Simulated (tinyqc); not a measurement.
# Trap density from the leakage

Question. Trap-assisted leakage is J = q Nt times the integral over x of the rate through one trap. Find Nt, the areal density Nt t and the mean in-plane spacing (Nt t)^(-1/2).

Inputs (values chosen for the exercise):
- t = 7 nm (thickness)

Constants: q = 1.602176634e-19 C. Results are converted to the units shown.

J = 4.9272497e-14 A/cm^2
integral of the rate over x = 1.5376737e-6 nm/s

Answer. J is proportional to Nt.

Nt = 2.000e18 cm^-3
Nt t = 1.400e12 cm^-2
in-plane spacing = 8.452 nm

Computed by the program tinyqc: `OMP_NUM_THREADS=1 python tinyqc.py 2370103 2370104 out.jsonl`, one thread of a shared Intel Xeon 2.30GHz, about 0.04 s for the whole run.
